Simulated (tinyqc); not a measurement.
# Convergence with the basis

Model: shallow acceptor in the spherical model (Baldereschi-Lipari), strong spin-orbit limit. Computed by tinyqc, a small Python program. Command: `OMP_NUM_THREADS=1 python tinyqc.py 3017077 3017078 out.jsonl acceptor sweep`. One thread of a shared host (Intel(R) Xeon(R) Processor @ 2.30GHz), about 0.02 s of CPU time with the checks.

The 1S(3/2) state has an s envelope f(r) and a d envelope g(r). In effective units they obey -(f'' + 2f'/r + 2f/r) + mu (g'' + 5g'/r + 3g/r^2) = E f and -(g'' + 2g'/r - 6g/r^2 + 2g/r) + mu (f'' - f'/r) = E g. The cubic term, the split-off band and the central cell are left out.

Inputs (values chosen for the exercise, modelled on ZnSe):
```
quantity                  value  unit
Luttinger gamma_1          3.77     -
Luttinger gamma_2          1.28     -
Luttinger gamma_3           1.7     -
dielectric constant eps    9.06     -
spin-orbit gap Delta_so     431   meV
smallest exponent zeta_1   0.82  1/a*
ratio beta of exponents       2     -
```

Constants: Ry = 13.605693123 eV; a_0 = 0.529177210903 angstrom.

Method:
- Ry* = Ry/(gamma_1 eps^2), a* = a_0 eps gamma_1, mu = (6 gamma_3 + 4 gamma_2)/(5 gamma_1), delta = (gamma_3 - gamma_2)/gamma_1; spherical masses 1/(gamma_1 (1 - mu)) (heavy) and 1/(gamma_1 (1 + mu)) (light).
- zeta_i = zeta_1 beta^(i-1), i = 1..n, in both channels.
- Basis: f_i = exp(-zeta_i r), g_i = r exp(-zeta_i r), weight r^2 dr, s = zeta_i + zeta_j. S_ff = 2/s^3, H_ff = zeta_i zeta_j S_ff - 2/s^2; S_gg = 24/s^5, H_gg = 8/s^3 + 24 zeta_i zeta_j/s^5 - 12/s^4; H(f_i, g_j) = mu (6 zeta_i^2/s^4 + 2 zeta_i/s^3); S_fg = 0. Each function is normalised by sqrt(S_ii).
- H c = E S c with c^T S c = 1 and the largest component positive; the d weight is the part of the norm in g.
- Large basis: zeta_i = 0.08 x 1.55^(i-1), i = 1..20 in each channel; overlap eigenvalues below 1e-11 are dropped.
- Binding energies are -E Ry*; the mass that fits is E(1S) eps^2/Ry.

One run for each value:
```
functions per channel n  E (Ry*)  d weight  1S(3/2) binding in Ry*
1                        -1.2750   0.13186                  2.7286
2                        -2.2197   0.24237                  2.7286
3                        -2.7070   0.30831                  2.7286
4                        -2.7214   0.30807                  2.7286
5                        -2.7252   0.30832                  2.7286
6                        -2.7260   0.30842                  2.7286
```

What does the table show, and why?

Over the rows, E (Ry*) falls from -1.28 to -2.73 (exponent d ln y / d ln x 0.80 between the first rows and 0.0016 between the last); d weight lies between 0.132 and 0.308 without a single trend; 1S(3/2) binding in Ry* does not change. The error against the large basis falls from 53 % to 0.095 %; every E lies above the converged level, as a variational bound must.

Caution (all rows): the binding exceeds a fifth of the spin-orbit gap Delta_so, so the split-off band, left out, matters. Caution (all rows): the orbit is only a few bond lengths wide, so central-cell terms matter.

Extremes, crossings and ranges named in words are read from the listed rows.
